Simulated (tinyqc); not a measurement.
Raising U: Hubbard chain of 2 sites, mean field against exact. Computed by the program tinyqc. Collinear unrestricted mean field (the lowest of 40 random starts) against exact diagonalisation.

one-body matrix (hopping and site energies) (eV):
```
         1        2
1   0.0000  -1.4300
2  -1.4300   0.0000
```

electrons, up and down: 1  1

Exact and mean-field results (eV):

| U | U/t | E exact | E mean field | mean \|n_up - n_down\| | double occupancy, exact | first gap in the sector |
|---|---|---|---|---|---|---|
| 0.710 | 0.497 | -2.52695 | -2.50500 | 0.000 | 0.219 | 2.527 |
| 1.430 | 1.000 | -2.23302 | -2.14500 | 0.000 | 0.189 | 2.233 |
| 2.860 | 2.000 | -1.76758 | -1.43000 | 5.18e-04 | 0.138 | 1.768 |
| 4.290 | 3.000 | -1.43000 | -0.95333 | 0.745 | 0.100 | 1.430 |
| 5.720 | 4.000 | -1.18465 | -0.71500 | 0.866 | 0.073 | 1.185 |
| 8.580 | 6.000 | -0.86594 | -0.47667 | 0.943 | 0.042 | 0.866 |
| 11.440 | 8.000 | -0.67515 | -0.35750 | 0.968 | 0.026 | 0.675 |
| 17.160 | 12.000 | -0.46411 | -0.23833 | 0.986 | 0.013 | 0.464 |
| 28.600 | 20.000 | -0.28320 | -0.14300 | 0.995 | 4.85e-03 | 0.283 |

What does the comparison show, and why?

In absolute terms mean field is worst at U/t = 3.0, 0.477 eV too high: at small U it is nearly exact, and at large U it misses only exchange-scale energies. For the symmetric dimer the instability lies at U = 2t. Its local moments set in at U/t = 3.0 of those listed, a broken symmetry that the exact state of a finite cluster with equal spins does not have. Relative to the exact energy its error is 0.9 % at the smallest U, 50 % at most and 50 % at the largest. The double occupancy falls from 0.219 to 0.005; at the largest U the first gap is 0.99 times the exchange scale 4t^2/U.
